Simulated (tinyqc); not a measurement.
Worked calculation: polar nitride quantum well with polarisation fields. Values are carried at full precision from step to step, so a last printed digit may differ when a step is redone from the rounded ones.

Growth along [0001]. e_par = (a_sub - a)/a, Ppz = 2 e_par (e31 - e33 C13/C33), P = Psp + Ppz in each layer; strain relaxation and the strain shift of the gaps are left out, although thick layers with more than about 1 % mismatch would relax.

Constants: hbar^2/2m0 = 3.80998211 eV angstrom^2; hc = 1239.841984 eV nm.

Values chosen for the exercise (near those of a GaN well in AlGaN; shifted at random, so the results belong to these values and not to a real crystal):

| symbol | value | unit | meaning |
|---|---|---|---|
| a_w | 3.189 | angstrom | lattice constant a, well |
| a_b | 3.154 | angstrom | lattice constant a, barrier |
| a_sub | 3.189 | angstrom | in-plane lattice constant of the stack |
| Psp_w | -0.0332 | C/m^2 | spontaneous polarisation |
| Psp_b | -0.0543 | C/m^2 | spontaneous polarisation |
| e31_w | -0.348 | C/m^2 |  |
| e31_b | -0.407 | C/m^2 |  |
| e33_w | 0.643 | C/m^2 |  |
| e33_b | 1.044 | C/m^2 |  |
| C_w | 0.274 |  | C13/C33 |
| C_b | 0.285 |  | C13/C33 |
| Lw | 12 | angstrom | well width |
| Lb | 115 | angstrom | barrier width |
| eps_w | 10.2 |  | dielectric constant |
| eps_b | 10.4 |  | dielectric constant |
| Eg | 3.44 | eV | gap of the well |
| Vc | 0.733 | eV | conduction offset |
| Vv | 0.345 | eV | valence offset |
| me | 0.2 | m0 | electron, well |
| meb | 0.255 | m0 | electron, barrier |
| mh | 1.69 | m0 | hole, everywhere |

## Strain and polarisation

Give strain and polarisation of well and barrier; the bound sheet charge is |P_w - P_b|/e with e = 1.602176634e-19 C.

Layers:

| layer | e_par | Ppz (C/m^2) | P (C/m^2) |
|---|---|---|---|
| well | 0.00000 | 0.00000 | -0.03320 |
| barrier | 0.01110 | -0.01564 | -0.06994 |

sheet charge = 2.293 x 1e13/cm^2

Of P_w - P_b = +0.0367 C/m^2 the piezoelectric part gives +0.0156 and the spontaneous part +0.0211.

## Built-in fields

In a periodic stack without free charge the potential drop over a period vanishes: F_w = (P_b - P_w) Lb/(eps0 (eps_w Lb + eps_b Lw)), F_b = -F_w Lw/Lb, eps0 = 8.8541878e-12 F/m; 1 MV/cm = 1e8 V/m = 0.01 V/angstrom.

Give both fields and the drop |F_w| Lw across the well.

F_w = -3.677 MV/cm
F_b = 0.384 MV/cm
drop = 0.441 eV

## Levels with and without the field

Envelope functions on cells of 0.25 angstrom over barrier, well, barrier (widths Lb, Lw, Lb), psi = 0 beyond, psi'/m continuous (mean mass between points), c = hbar^2/2m0. With u(z) the integral of e F (F_w in the well, F_b = -F_w Lw/Lb in the barriers, 1 MV/cm = 0.01 V/angstrom), zero at the centre of the well, the electron sees u plus Vc in the barriers and the hole -u plus Vv. The transition is Eg + E_e + E_h; excitons are left out.

Ground states of electron and hole, their centres, the squared overlap, the transition and its wavelength hc/E.

Results:

| case | E_e (eV) | E_h (eV) | <z>_e | <z>_h | overlap^2 | E (eV) | nm |
|---|---|---|---|---|---|---|---|
| no field | 0.3241 | 0.0742 | 0.0 | 0.0 | 0.919 | 3.8382 | 323.0 |
| built-in field | 0.2959 | 0.0138 | 2.3 | -3.4 | 0.593 | 3.7497 | 330.7 |

The field shifts the line by -89 meV, pulls the carriers 5.7 angstrom apart and, with the rate proportional to overlap^2, lengthens the radiative lifetime by a factor 1.55.

## Estimate from two triangular wells

For a strong field: E = Eg - |e F_w| Lw + a0 (c (e F_w)^2)^(1/3) (me^(-1/3) + mh^(-1/3)), a0 = 2.338107, hard walls, c = hbar^2/2m0, 1 MV/cm = 0.01 V/angstrom.

electron term = 0.6904 eV
hole term = 0.3390 eV
E = 4.0282 eV

The electron term exceeds the drop across the well, so the electron still feels the far wall and the estimate is outside its range. Against the grid result 3.7497 eV the estimate errs by +279 meV: +174 from the electron and +105 from the hole, since hard walls stand in for offsets of 0.733 and 0.345 eV into which the carriers leak.

## Checks

- Electron level without field against the matching condition of the square well, eV: both 0.324.

tinyqc: `OMP_NUM_THREADS=1 python tinyqc.py 1250635 1250636 out.jsonl`; about 0.08 s, one thread, shared Intel(R) Xeon(R) Processor @ 2.30GHz.
